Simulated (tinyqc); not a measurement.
From peak density back to lifetime tau: Haynes-Shockley experiment: drift, diffusion and decay of a minority-carrier pulse. Computed by tinyqc, a small Python program. Command: `OMP_NUM_THREADS=1 python tinyqc.py 3110183 3110184 out.jsonl haynes inv`. One thread of a shared host (Intel(R) Xeon(R) Processor @ 2.30GHz), about 0.03 s of CPU time with the checks.

A thin sheet of excess carriers is made at x = 0, t = 0 in a long uniform bar; injection is low, so the pulse moves with the minority mobility.

Inputs (values chosen for the exercise, modelled on electrons in p-type germanium in a lightly doped bar):
```
quantity                     value        unit
minority mobility mu          3590  cm^2/(V s)
temperature T                  250           K
field F                         14        V/cm
distance d to the collector   0.43          cm
injected sheet density N0    2e+09      1/cm^2
```

Constants: k_B = 8.617333262e-05 eV/K.

Method:
- D = mu k_B T/e, v = mu F.
- Transit time d/v, diffusion length sqrt(D tau), drift length v tau, Peclet number v d/D = e F d/(k_B T).
- dn(x, t) = N0/sqrt(4 pi D t) exp(-(x - v t)^2/(4 D t) - t/tau).
- At fixed x the signal peaks where d ln(dn)/dt = 0: a t^2 + t/2 - x^2/(4 D) = 0 with a = v^2/(4 D) + 1/tau.
- The full width at half maximum is found by solving dn(x, t) = peak/2 on both sides of the peak.

Task: A run gave the result below. Find the lifetime tau, known to lie between 60 and 130 microsecond.

peak density = 1.968807e+10 1/cm^3

Result:

Each step takes the trial c = (a f_b - b f_a)/(f_b - f_a), f being the result less the target and a, b, c the logarithms of the listed values; c replaces end b, the old b replaces a if the sign of f changed, and otherwise f_a is halved.

Scan of the range:
```
lifetime tau (microsecond)  peak density (1/cm^3)
60.0                                  1.90464e+10
68.3                                  1.93778e+10
77.6                                  1.96696e+10
88.3                                  1.99330e+10
100.0                                 2.01593e+10
114.0                                 2.03713e+10
130.0                                 2.05596e+10
```

False position (Illinois rule, in the logarithm of the input) inside the bracket:
```
step    end a    end b    trial  peak density (1/cm^3)
1     77.6000  88.3000  78.3067            1.96891e+10
2     77.6000  78.3067  78.2369            1.96872e+10
3     78.3067  78.2369  78.2699            1.96881e+10
4     78.2369  78.2699  78.2699            1.96881e+10
```

Peak density rises at every point of a 13-point scan of the range (every second point is shown), so one value fits; it is bracketed by 77.6 and 88.3. Answer: lifetime tau = 78.27 microsecond.
